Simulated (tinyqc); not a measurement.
Transfer length from front and end resistance.

Inverse problem. A contact of length d and width W has Rc = (Rsh Lt/W) coth(d/Lt) and Re = (Rsh Lt/W)/sinh(d/Lt), with Rsh the sheet resistance under the metal and Lt = sqrt(rc/Rsh). Find Lt, Rsh and rc.

Values chosen for this exercise:
- d = 0.56 um (contact length)
- W = 1.3 um (contact width)

Rc = 12.771403 ohm
Re = 0.62197369 ohm

Answer. Rc/Re = cosh(d/Lt) gives Lt, and Re then gives Rsh.

Lt = 0.1508 um
Rsh = 110.0 ohm/sq
rc = 2.500e-8 ohm cm^2

tinyqc, about 0.01 s, one thread, Intel Xeon 2.30GHz (shared host): `OMP_NUM_THREADS=1 python tinyqc.py 2760072 2760073 out.jsonl`
